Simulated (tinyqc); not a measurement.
Comparisons within one model: sp3s* tight binding. A value that a table varies takes the place of the one given here.

sp3s* tight binding, nearest neighbours only: anion (a) at 0, cation (c) at a/4 (1,1,1), orbitals s, px, py, pz, s* on each; k in units of 2 pi/a. With phases e_j = exp(i (pi/2) k.n_j) for n = (1,1,1), (1,-1,-1), (-1,1,-1), (-1,-1,1): g0 = (e1+e2+e3+e4)/4, g1 = (e1+e2-e3-e4)/4, g2 = (e1-e2+e3-e4)/4, g3 = (e1-e2-e3+e4)/4. The diagonal holds the levels Esa, Epa, Exa (s*) and Esc, Epc, Exc. Anion-cation block: <sa|sc> = Vss g0; <sa|xc> = Vsapc g1; <xa|sc> = -Vscpa g1; <xa|xc> = Vxx g0; <xa|yc> = <ya|xc> = Vxy g3, <xa|zc> = <za|xc> = Vxy g2, <ya|zc> = <za|yc> = Vxy g1; <s*a|xc> = Vxapc g1; <xa|s*c> = -Vpaxc g1; y and z take g2 and g3 in place of g1; s-s* and s*-s* vanish.

Parameters, chosen for this exercise (near a published set for Ge, fitted to gaps, whose masses and valley positions are rough; shifted at random, so the results belong to these values and not to a real crystal): Esa = -5.856 eV (s level of the anion); Epa = 1.607 eV (p level of the anion); Esc = -5.856 eV (s level of the cation); Epc = 1.607 eV (p level of the cation); Exa = 6.42 eV (s* level of the anion); Exc = 6.42 eV (s* level of the cation); Vss = -6.777 eV (s-s); Vxx = 1.618 eV (px-px); Vxy = 4.898 eV (px-py); Vsapc = 5.456 eV (s anion, p cation); Vscpa = 5.456 eV (s cation, p anion); Vxapc = 5.208 eV (s* anion, p cation); Vpaxc = 5.208 eV (p anion, s* cation); eta = 2 (scaling exponent); D001 = 0.74 (ratio -ezz/exx).

## What the s* orbital does

The s* couplings Vxapc and Vpaxc are scaled by f; f = 0 is the plain sp3 model. Gaps from the top of the valence band at Gamma; the Delta value is the minimum on (x,0,0), 0.5 <= x <= 1.

Gaps (eV):
```
f      Gamma   Delta       L  x of the minimum
0.00  0.9320  3.6433  2.2613             0.500
0.25  0.9320  3.4746  2.1165             0.500
0.50  0.9320  2.8529  1.7500             0.670
0.75  0.9320  1.8527  1.2809             0.788
0.90  0.9320  1.2317  0.9867             0.804
1.00  0.9320  0.8194  0.7926             0.809
1.10  0.9320  0.4106  0.6029             0.810
```

The gap at Gamma stays, since g1 to g3 vanish there. From f = 0 to 1 the s* levels lower the Delta value by 2.824 eV and L by 1.469 eV. For f = 0 and 0.25 the least value lies at x = 0.5, the end of the range: any valley further out lies above that value until s* has lowered it enough. The lowest of the three is Gamma at f = 0 and L at f = 1.

## Hydrostatic strain (sp3s* tight binding, strained)

Strain e moves each bond vector to d = (1 + e) d0 (no internal displacement for the diagonal strains used here) and k is given in fractions of the strained reciprocal cell, so the phases stay. Two-centre values Vss_sigma = Vss/4, Vsp_sigma = sqrt3 V/4 for each s-p and s*-p pair, Vpp_sigma = (Vxx + 2 Vxy)/4, Vpp_pi = (Vxx - Vxy)/4 are scaled by (d0/d)^eta and combined with the new direction cosines; the levels on the diagonal stay.

exx = eyy = ezz = e. Gaps as measured from the top of the valence band; the deformation potentials are (gap(0.01) - gap(-0.01))/0.06.

Gaps (eV):
```
e       Gamma   Delta       L  x of the minimum
-0.03  1.4593  0.8376  1.0578             0.792
-0.02  1.2781  0.8317  0.9661             0.797
-0.01  1.1025  0.8256  0.8777             0.803
0.00   0.9320  0.8194  0.7926             0.809
0.01   0.7666  0.8131  0.7107             0.814
0.02   0.6060  0.8067  0.6318             0.820
0.03   0.4501  0.8001  0.5561             0.826
```

gap deformation potentials (eV): Gamma -5.598, Delta -0.209, L -2.784

Per unit of volume strain the gaps move by -5.60 (Gamma), -0.21 (Delta) and -2.78 eV (L). The lowest valley changes from the Delta line to L between e = -0.01 and 0 and from L to Gamma between e = 0.01 and 0.02. These potentials follow from the one exponent eta, which fitted models replace by one for each integral; with it the sizes are rough, the sign for Delta can be wrong (in Si, Ge and the III-V crystals measured values are small and positive), and the pressures at which valleys cross, and which valley takes over, are rough too. A gap of zero, where one is listed, marks an s level that has sunk below the valence top.

## Biaxial strain splits the top of the valence band (sp3s* tight binding, strained)

No spin-orbit coupling; k = 0; exx = eyy = e, ezz = -D001 e. The four bonds keep equal lengths, and the sums over them give Vxx(e) for px and py and Vzz(e) for pz; each level is the lower root of [[Epa, V], [V, Epc]], and the s level the upper root of the s block. The shear potential b follows from E(x,y) - E(z) = 3 b (exx - ezz), taken as the slope between e = -0.005 and 0.005.

Couplings and levels at Gamma (eV):
```
e           ezz  Vxx(e)  Vzz(e)   E(x,y)     E(z)  E(x,y) - E(z) (meV)  upper s level
-0.020   0.0148  1.5279  1.8794   0.0791  -0.2724                351.5         1.0344
-0.010   0.0074  1.5739  1.7470   0.0331  -0.1400                173.1         0.9778
-0.005   0.0037  1.5962  1.6820   0.0108  -0.0750                 85.9         0.9494
0.005   -0.0037  1.6394  1.5548  -0.0324   0.0522                -84.6         0.8925
0.010   -0.0074  1.6603  1.4925  -0.0533   0.1145               -167.8         0.8640
0.020   -0.0148  1.7009  1.3705  -0.0939   0.2365               -330.4         0.8068
```

b = -3.265 eV

Under tension in the plane (e > 0) the bonds tilt towards the plane, Vxx grows to 1.6603 and Vzz falls to 1.4925 eV at e = 0.01, and the pz state forms the top of the valence band, by 167.8 meV; under compression (e = -0.01) the px, py pair does, by 173.1 meV. The slope gives b = -3.27 eV, a rough value, since on-site strain terms are left out (measured values lie near -2 eV).

## What each parameter does

Gaps from the top of the valence band at Gamma; Delta is the minimum on (x,0,0), 0.5 <= x <= 1. A change on one sublattice alone makes the two atoms unequal. Each row changes one parameter from the base and keeps the others.

Results:
```
case              Ev (eV)  gap Gamma (eV)  gap Delta (eV)  gap L (eV)
base              -0.0110          0.9320          0.8194      0.7926
Exa = 6.12 eV     -0.0110          0.9320          0.7587      0.7652
Esc = -6.056 eV   -0.0110          0.8327          0.8018      0.7367
Vsapc = 5.156 eV  -0.0110          0.9320          0.7235      0.6875
Vxy = 5.098 eV    -0.0110          0.9320          0.8194      0.7397
Vxx = 1.818 eV    -0.2110          1.1320          1.0457      1.0193
Epa = 1.407 eV    -0.1141          1.0351          0.8732      0.8684
```

The largest shifts from the base row, up to three for each result and ties (the steps differ in size, so this ranks the rows, not the parameters). Ev (eV): Vxx -0.2000, Epa -0.1031; unchanged at the printed digits by Exa, Esc, Vsapc and Vxy. gap Gamma (eV): Vxx +0.2000, Epa +0.1031, Esc -0.0993; unchanged at the printed digits by Exa, Vsapc and Vxy. gap Delta (eV): Vxx +0.2263, Vsapc -0.0960, Exa -0.0608; unchanged at the printed digits by Vxy. gap L (eV): Vxx +0.2267, Vsapc -0.1051, Epa +0.0758. Exa, Vsapc and Vxy cannot move Ev or the gap at Gamma, whose blocks do not hold them; s parameters never move Ev, and move the gap only where the lowest empty level at Gamma is s-like.

tinyqc: `OMP_NUM_THREADS=1 python tinyqc.py 1451398 1451399 out.jsonl`; about 0.1 s, one thread, shared Intel(R) Xeon(R) Processor @ 2.30GHz.
